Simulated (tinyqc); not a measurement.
Changing the temperature T: Landau-Devonshire theory of a uniaxial ferroelectric. Computed by tinyqc, a small Python program. Command: `OMP_NUM_THREADS=1 python tinyqc.py 3003124 3003125 out.jsonl ferro sweep`. One thread of a shared host (Intel(R) Xeon(R) Processor @ 2.30GHz), about 0.02 s of CPU time with the checks.

G(P) = (alpha/2) P^2 + (beta*/4) P^4 + (gamma/6) P^6 - E P per volume, SI units, one domain, P along the polar axis.

Inputs (values chosen for the exercise, for a model ferroelectric):

| quantity | value | unit |
|---|---|---|
| alpha_0 | 421000 | J m/(C^2 K) |
| Curie-Weiss temperature T0 | 590 | K |
| beta | 1.78e+09 | J m^5/C^4 |
| gamma | 2.14e+10 | J m^9/C^6 |
| film thickness d | 7.3 | nm |
| screening length lambda | 0.0065 | nm |
| background permittivity eps_b | 20 | - |
| gradient coefficient g | 6.4e-10 | J m^3/C^2 |

Sample: free crystal.

Constants: eps_0 = 8.8541878128e-12 F/m.

Method:
- alpha = alpha_0 (T - T0*), T0* = T0, beta* = beta.
- Ps^2 = [-beta* + sqrt(beta*^2 - 4 alpha gamma)]/(2 gamma).
- chi = 1/(eps_0 G''), G'' = alpha + 3 beta* P^2 + 5 gamma P^4 at Ps. Ps, chi and the coercive field are for perfect screening, without a depolarising field. The intrinsic coercive field is |alpha P + beta* P^3 + gamma P^5| at the P_c where G'' = 0. 1 C/m^2 = 100 microcoulomb/cm^2.
- With the term (g/2) (dP/dx)^2, (g/2) P'^2 = G(P) - G(Ps) across the wall: energy = int_(-Ps)^(Ps) sqrt(2 g [G(P) - G(Ps)]) dP (40 Gauss-Legendre points); width = 2 Ps over the slope at P = 0, sqrt(2 |G(Ps)|/g). Elastic coupling inside the wall is left out.
- Between shorted electrodes with screening length lambda each, the depolarising field is -k P, k = 2 lambda/(eps_0 (d + 2 lambda eps_b)), so alpha turns into alpha + k.
- The polar state is the lowest uniform state while alpha + k < 0 (beta* > 0) or < 3 beta*^2/(16 gamma) (beta* < 0); setting the equality gives the critical thickness d_c.

One run for each value:

| temperature T (K) | spontaneous polarisation Ps (microcoulomb/cm^2) | susceptibility chi | intrinsic coercive field (MV/m) | wall energy (mJ/m^2) | critical thickness d_c (nm) |
|---|---|---|---|---|---|
| 236 | 22.73 | 274 | 1.483e+01 | 1.632e+01 | 9.6 |
| 275 | 21.78 | 312 | 1.256e+01 | 1.409e+01 | 10.8 |
| 313 | 20.77 | 361 | 1.046e+01 | 1.196e+01 | 12.3 |
| 352 | 19.62 | 428 | 8.416e+00 | 9.841e+00 | 14.4 |
| 391 | 18.31 | 524 | 6.505e+00 | 7.797e+00 | 17.3 |
| 429 | 16.85 | 664 | 4.789e+00 | 5.896e+00 | 21.4 |
| 468 | 15.06 | 905 | 3.199e+00 | 4.065e+00 | 28.3 |
| 507 | 12.81 | 1388 | 1.820e+00 | 2.399e+00 | 41.8 |
| 584 | 3.74 | 21993 | 3.652e-02 | 5.311e-02 | 581.0 |

Give the missing row, temperature T (K) = 545.

Computed row; columns: (1) temperature T (K); (2) spontaneous polarisation Ps (microcoulomb/cm^2); (3) susceptibility chi; (4) intrinsic coercive field (MV/m); (5) wall energy (mJ/m^2); (6) critical thickness d_c (nm):
```
(1)   (2)   (3)        (4)        (5)   (6)
545  9.77  2702  7.375e-01  1.015e+00  77.2
```

Interpolating between the two neighbouring rows (linearly) misses most in susceptibility chi, by a factor of 4.3. Over the rows, spontaneous polarisation Ps (microcoulomb/cm^2) falls from 22.7 to 3.74 (exponent d ln y / d ln x -0.28 between the first rows and -14 between the last); susceptibility chi rises from 274 to 22000 (exponent d ln y / d ln x 0.86 between the first rows and 30 between the last); intrinsic coercive field (MV/m) falls from 14.8 to 0.0365 (exponent d ln y / d ln x -1.1 between the first rows and -43 between the last). Ps^2 falls from 517 to 14.0 and 1/chi from 0.00365 to 4.55e-5: the well gets shallower as alpha shrinks in size, so the crystal softens to the field and thin films lose P sooner.

Caution (rows 236, 275): far below T0* the expansion with linear alpha(T) is only a fit.
